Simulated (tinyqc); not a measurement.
# Charge neutrality of a doped semiconductor with incomplete ionisation, step by step

A worked calculation. Computed by tinyqc, a small Python program that keeps every step. Command: `OMP_NUM_THREADS=1 python tinyqc.py 3018405 3018406 out.jsonl dopant walk`. One thread of a shared host (Intel(R) Xeon(R) Processor @ 2.30GHz), about 0.02 s of CPU time with the checks. Intermediate numbers are printed to about 5 digits and carried at full precision; extremes and crossings named in words are read from the listed rows.

Energies are counted from the top of the valence band; E_D is measured down from the conduction band and E_A up from the valence band.

Inputs (values chosen for the exercise, modelled on InAs): gap at 0 K E_g0 = 0.424 eV; Varshni alpha = 0.000276 eV/K; Varshni beta = 94.4 K; electron mass m_e = 0.0265 m_0; valleys M_c = 1; hole mass m_h = 0.416 m_0; donor density N_D = 2.5e+11 cm^-3; acceptor density N_A = 0 cm^-3; donor depth E_D = 0.00151 eV; donor degeneracy g_D = 2; temperature T = 200 K; iteration cap = 60.

Doping: n-type. Statistics of the bands: Fermi-Dirac. Solver: bisection. Start of Newton steps: intrinsic level E_i.

ratios u of density to N: [0.0056, 0.026, 0.12, 0.56, 2.6, 12, 55]

Constants: m_0 = 9.1093837015e-31 kg; k_B = 1.380649e-23 J/K; h = 6.62607015e-34 J s; k_B = 8.617333262e-05 eV/K.

## Gap and effective densities of states

E_g = E_g0 - alpha T^2/(T + beta). N_c = 2 M_c (2 pi m_e k_B T/h^2)^(3/2) and N_v = 2 (2 pi m_h k_B T/h^2)^(3/2), masses in units of m_0. n_i = sqrt(N_c N_v) exp(-E_g/(2 k_B T)); E_i = E_g/2 + (k_B T/2) ln(N_v/N_c).

gap E_g = 0.3865 eV

N_c = 5.8926e+16 cm^-3

N_v = 3.6650e+18 cm^-3

k_B T = 0.017235 eV

intrinsic density n_i = 6.2734e+12 cm^-3

intrinsic level E_i = 0.22884 eV

## Charges at trial Fermi levels

n = N_c F_1/2((E_F - E_g)/k_B T), p = N_v F_1/2(-E_F/k_B T). F_1/2(eta) = (2/sqrt(pi)) int_0^infinity sqrt(x)/(1 + exp(x - eta)) dx, by the trapezoid rule in t = sqrt(x) with step 0.02 up to t = 12 (for eta < -12 by exp(eta) - exp(2 eta)/2^(3/2)). N_D+ = N_D/(1 + g_D exp((E_F - E_g + E_D)/k_B T)). Neutrality: p + N_D+ = n + N_A-; the log ratio is ln[(p + N_D+)/(n + N_A-)]. The last column is ln[(p + N_D+)/(n + N_A-)], which vanishes at neutrality; trial levels are the majority level plus multiples of k_B T, rounded to 0.1 meV.

Densities (cm^-3):
```
E_F (eV)           n           p        N_D+  N_A-  log ratio
0.2816    1.3384e+14  2.9381e+11  2.4877e+11     0     -5.508
0.3333    2.6475e+15  1.4631e+10  2.2734e+11     0     -9.300
0.3678    1.7892e+16  1.9766e+09  1.4387e+11     0    -11.717
0.4022    8.7561e+16  2.6858e+08  3.8888e+10     0    -14.620
0.4367    2.5498e+17  3.6284e+07  6.0702e+09     0    -17.547
```

The log ratio keeps its sign here: E_F lies below all these trials.

## Solving for the Fermi level

Bisection of the log ratio between E = -0.3 and E_g + 0.3 eV; stop when |log ratio| < 1e-9.

Course of the iteration:
```
step  E_F (eV)    log ratio
1      0.19325   4.1354e+00
2      0.43988  -1.7804e+01
3      0.31656  -8.1946e+00
4      0.25491  -2.8584e+00
5      0.22408   5.8266e-01
6      0.23949  -1.1645e+00
7      0.23179  -2.9529e-01
8      0.22793   1.4280e-01
9      0.22986  -7.6486e-02
...        ...          ...
23     0.22919   6.3252e-06
24     0.22919  -3.6494e-07
25     0.22919   2.9801e-06
26     0.22919   1.3076e-06
27     0.22919   4.7133e-07
28     0.22919   5.3196e-08
29     0.22919  -1.5587e-07
30     0.22919  -5.1336e-08
31     0.22919   9.2900e-10
```

Fermi level E_F (last iterate) = 0.22919 eV

converged (1 yes, 0 no) = 1

steps = 31

Converged in 31 steps.

## Densities at the solution

The formulas are those given above.

majority density n = 6.3995e+12 cm^-3

minority density p = 6.1496e+12 cm^-3

ionised share of the donors = 0.99976

distance of E_F from the majority band edge = 0.15731 eV

n is 2560 % of the net doping; n p / n_i^2 = 1.0000.

## The closed form for the extrinsic range

With Boltzmann statistics, no holes and every acceptor ionised, n (n + N_A) = n1 (N_D - N_A - n) with n1 = (N_c/g_D) exp(-E_D/k_B T). Take the positive root.

n1 = 2.6991e+16 cm^-3

n from the quadratic = 2.5000e+11 cm^-3

Against the full solution, 6.3995e12 cm^-3, the quadratic is off by -96 %, since intrinsic carriers count here.

## Carrier density against temperature

Neutrality is solved by bisection at each T. The last column is -k_B d ln(n T^-3/4)/d(1/T) from this row and the one above; it turns negative as ionisation nears completion, when the density grows more slowly than that power of T.

Against temperature:
```
T (K)   n (cm^-3)  E_F from the band edge (eV)  ionised share  activation energy (eV)
5.8    2.4176e+11                      0.00355        0.96703                       -
8.8    2.4834e+11                      0.00583        0.99335              -0.0004190
300.0  7.9141e+14                      0.12708        0.98470               0.0042343
```

Between the two coldest rows the activation energy is -4.19e-4 eV, -0.28 of the dopant depth. The density is within 10 % of the net doping from 5.80 K to 8.80 K. From 300 K carriers excited across the gap add to it.

## Reduced Fermi level from a carrier density

For u = density/N of the majority band, eta solves F_1/2(eta) = u (bisection). Boltzmann: ln u. Joyce-Dixon: ln u + u/sqrt(8) - 4.95009e-3 u^2 + 1.48386e-4 u^3 - 4.42563e-6 u^4. Degenerate limit: (3 sqrt(pi) u/4)^(2/3). The last column is (eta - ln u) k_B T.

Eta by four rules:
```
u       density (cm^-3)   exact  Boltzmann  Joyce-Dixon  degenerate  Boltzmann error (meV)
0.0056       3.2998e+14  -5.183    -5.1850      -5.1830  3.8126e-02             3.4120e-02
0.026        1.5321e+15  -3.640    -3.6497      -3.6405  1.0611e-01             1.5837e-01
0.12         7.0711e+15  -2.078    -2.1203      -2.0779  2.9413e-01             7.2998e-01
0.56         3.2998e+16  -0.383    -0.5798      -0.3834  8.2139e-01             3.3860e+00
2.6          1.5321e+17   1.844     0.9555       1.8437  2.2860e+00             1.5308e+01
12           7.0711e+17   6.201     2.4849       6.1794  6.3369e+00             6.4048e+01
55           3.2409e+18  17.438     4.0073      -7.3308  1.7485e+01             2.3147e+02
```

Boltzmann statistics place E_F within 1 meV of the exact value up to u = 0.120 of those listed and miss by 231 meV at u = 55. Joyce-Dixon stays within 0.01 in eta up to u = 2.60; the degenerate limit is still 0.27 % high at the last u. Past u of about 10 the Joyce-Dixon series fails. A parabolic band is assumed throughout.

Checks made by the program: neutrality at the solution (relative difference 6e-10).
